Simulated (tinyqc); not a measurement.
Sheet resistance of a shallow doped layer with concentration-dependent mobility and limited activation: one step, computed by the program tinyqc.

A layer of one dopant lies in a background of the opposite type. Current flows parallel to the surface down to the junction; depletion is ignored.

Question. Active limit and depths. C(x) = C_s exp(-x^2/(2 l^2)). Temperatures in kelvin are T(C) + 273.15. Active limit C_a = prefactor x exp(-energy/(k_B T)); the junction lies where C = C_B, and the profile exceeds C_a down to x_a (zero if C_s is below C_a). Slope at the junction in nm per decade = ln(10) C/|dC/dx|.

Inputs (values chosen for the exercise, modelled on phosphorus in silicon): surface concentration C_s = 1.8e+19 1/cm^3; length l = 4.6 nm; background C_B = 1.2e+16 1/cm^3; prefactor of the active limit = 9.9e+21 1/cm^3; energy of the active limit = 0.327 eV; anneal temperature T = 1000 C.

Profile: Gaussian.

Constants: k_B = 8.617333262e-05 eV/K.

Give: active limit C_a; junction depth x_j; depth x_a; abruptness at the junction.

Answer.

active limit C_a = 5.026e+20 1/cm^3

junction depth x_j = 17.59 nm

depth x_a = 0 nm

abruptness at the junction = 2.770 nm/decade
